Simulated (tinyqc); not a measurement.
# Line constants from open and short measurements

Problem. A uniform line of length len, under a quarter wavelength, has Z_open = Zc coth(gamma len) and Z_short = Zc tanh(gamma len); gamma Zc = r + i w l and gamma/Zc = g + i w c, w = 2 pi f. Find r, l and c.

Values chosen for this exercise:
- len = 0.59 mm (length)
- f = 4.6 GHz (frequency)

Zin with the far end open = 7.70408-443.25672i ohm
Zin with the far end shorted = 20.574116+5.323445i ohm

Solution. The product of the two impedances is Zc^2 and their ratio tanh^2(gamma len); the principal branch holds below a quarter wavelength.

r = 34.6 ohm/mm
l = 0.329 nH/mm
c = 132 pF/m

tinyqc, about 0.01 s, one thread, Intel Xeon 2.30GHz (shared host): `OMP_NUM_THREADS=1 python tinyqc.py 2810215 2810216 out.jsonl`
